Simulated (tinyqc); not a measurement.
Direct against trap-assisted paths: tunnelling through a thin dielectric with one trap, as a tight-binding chain.

Hopping -t everywhere, t = c/(m a^2), c = hbar^2/2m0; lead sites at 2t (band bottom 0), barrier sites 1 to N at 2t + phi, and site j has U besides. No voltage. Leads give S = -t exp(ika) on sites 1 and N, cos(ka) = 1 - E/(2t). T = (2 t sin(ka))^2 |G_1N|^2, G = (E - H - S)^-1. In the barrier cosh(q a) = 1 + (phi - E)/(2t).

Resonance: the lowest eigenvalue of H + S(E), iterated until its real part equals E (40 rounds from Eb = phi + 2t - sqrt(4t^2 + U^2), the level in an endless barrier). With v the normalised squared amplitudes of that state, Gamma_L = 2 t sin(ka) v_1, Gamma_R = 2 t sin(ka) v_N; Breit-Wigner T = Gamma_L Gamma_R/((E - Er)^2 + (Gamma_L + Gamma_R)^2/4).

Constants: hbar^2/2m0 = 3.80998211 eV angstrom^2.

Values chosen for the exercise (barrier and mass of the size used for Si3N4 on silicon; shifted at random, so the results belong to these values and not to a real crystal): a = 3 angstrom (site spacing); m = 0.46 m0 (mass, the same in leads and barrier); phi = 2.25 eV (conduction edge of the barrier above that of the leads); U = -2.75 eV (extra energy on the trap site).

N odd, the trap in the middle, j = (N + 1)/2. Direct T is that without trap at the energy Er; area = 2 pi Gamma_L Gamma_R/(Gamma_L + Gamma_R). The exponents are the slopes of the logarithms between the last two rows, per angstrom.

Against thickness:
```
N   N a (angstrom)  Er (eV)  direct T  area (meV)
5             15.0   0.7809  2.67e-05        37.2
7             21.0   0.7814  2.28e-07        3.43
9             27.0   0.7815  1.94e-09       0.316
11            33.0   0.7815  1.65e-11      0.0292
15            45.0   0.7815  1.20e-15    0.000248
17            51.0   0.7815  1.02e-17    2.29e-05
```

Give the missing row, N = 13, N a (angstrom) = 39.0.

Computed row:
```
N   N a (angstrom)  Er (eV)  direct T  area (meV)
13            39.0   0.7815  1.41e-13     0.00269
```

exponents (1/angstrom): direct 0.7943, through the trap 0.3972

The direct path falls as exp(-0.794 d) and the path through a central trap as exp(-0.397 d), 2.00 times more slowly, since each step crosses half the layer. From 5 to 17 sites the first loses 12.4 decades and the second 6.2: in thicker layers even few traps rule the leakage. Inelastic capture with phonons is left out.

tinyqc: `OMP_NUM_THREADS=1 python tinyqc.py 1452095 1452096 out.jsonl`; about 0.07 s, one thread, shared Intel(R) Xeon(R) Processor @ 2.30GHz.
